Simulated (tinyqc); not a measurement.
# Trap density and grain size from the barrier

Inverse problem. With all traps filled Vb = q Qt^2/(8 eps0 eps_r N), and in that limit the barrier is largest at N* = Qt/Lg. Find Qt, Lg and the depleted width Qt/N.

Inputs (values chosen for the exercise):
```
symbol,value,unit,meaning
eps_r,11.7,,relative permittivity of the semiconductor
```

Constants: q = 1.602176634e-19 C, eps0 = 8.8541878128e-14 F/cm where lengths are in cm. Results are converted to the units shown.

barrier at N = 6e17 cm^-3 = 0.18559106 V
doping of the largest barrier = 2e17 cm^-3

Answer. The barrier gives Qt, and N* then gives Lg.

Qt = 2.400e12 cm^-2
Lg = 120.0 nm
depleted width = 40.00 nm

Computed by the program tinyqc: `OMP_NUM_THREADS=1 python tinyqc.py 2610113 2610114 out.jsonl`, one thread of a shared Intel Xeon 2.30GHz, about 0.01 s for the whole run.
